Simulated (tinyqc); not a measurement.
Domain walls in a thin film with perpendicular anisotropy: Bloch, Neel and chiral walls, motion and stripe domains: one step, computed by the program tinyqc.

One-dimensional wall: polar angle theta(x), azimuth phi of the moment in the wall (phi = 0 Neel, 90 degrees Bloch). mu_0 = 1.25663706212e-6 T m/A, gamma = 1.76085963023e11 rad/(s T).

Question. Velocity under current. Spin-orbit drive: B_SL = hbar theta_SH J/(2 e M_s t) acts as the field (pi/2) B_SL cos(phi). Steady state: v = (gamma Delta/alpha)(pi/2) B_SL cos(phi) = gamma Delta [B_D sin(phi) - (B_K/2) sin(2 phi)], B_K = 2 K_D/M_s, B_D = pi D/(2 M_s Delta); the root with phi between its rest value and 90 degrees; v saturates at v_D = gamma Delta B_D.

Inputs (values chosen for the exercise, for a model film):
```
quantity,value,unit
saturation magnetisation M_s,856,kA/m
DMI constant D,0.056,mJ/m^2
thickness t,1.2,nm
damping alpha,0.043,-
current density J,0.42,1e12 A/m^2
spin Hall angle theta_SH,0.097,-
```

Drive: spin-orbit torque.

K_D = 9.342344 kJ/m^3

width parameter Delta = 13.04753 nm

azimuth phi = 68.84928 degrees

Constants: hbar = 1.054571817e-34 J s; e = 1.602176634e-19 C.

Give: B_SL; azimuth in motion; velocity; saturation velocity v_D.

Answer.

B_SL = 13.05 mT

azimuth in motion = 89.10 degrees

velocity = 17.30 m/s

saturation velocity v_D = 18.10 m/s

v is 96 % of v_D: the wall has turned towards Bloch, where the torque loses its grip. Caution: pinning, heating and tilting of the wall are left out.
